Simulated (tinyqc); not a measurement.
## Mobility and threshold from two currents

Question. In the linear region I = mu Cox (W/L) [(Vgs - VT) Vds - m Vds^2/2], Cox = eps0 eox/tox. Find mu and VT.

Inputs (values chosen for the exercise):
- eox = 4.08 (relative permittivity of the gate insulator)
- tox = 10 nm (insulator thickness)
- W = 2 um (gate width)
- L = 5 um (gate length)

Constants: eps0 = 8.8541878128e-14 F/cm where lengths are in cm. Results are converted to the units shown.

I at Vgs = 2.59 and 3.09 V, Vds = 0.05 V (uA): [0.30388735, 0.73738839]
m = 2.1248124

Answer. The slope dI/dVgs is mu Cox (W/L) Vds; the line meets zero current at VT + m Vds/2.

mu = 120 cm^2/(V s)
VT = 2.19 V

Numbers from tinyqc (`OMP_NUM_THREADS=1 python tinyqc.py 2360094 2360095 out.jsonl`; about 0.04 s on one thread of a shared Intel Xeon 2.30GHz).
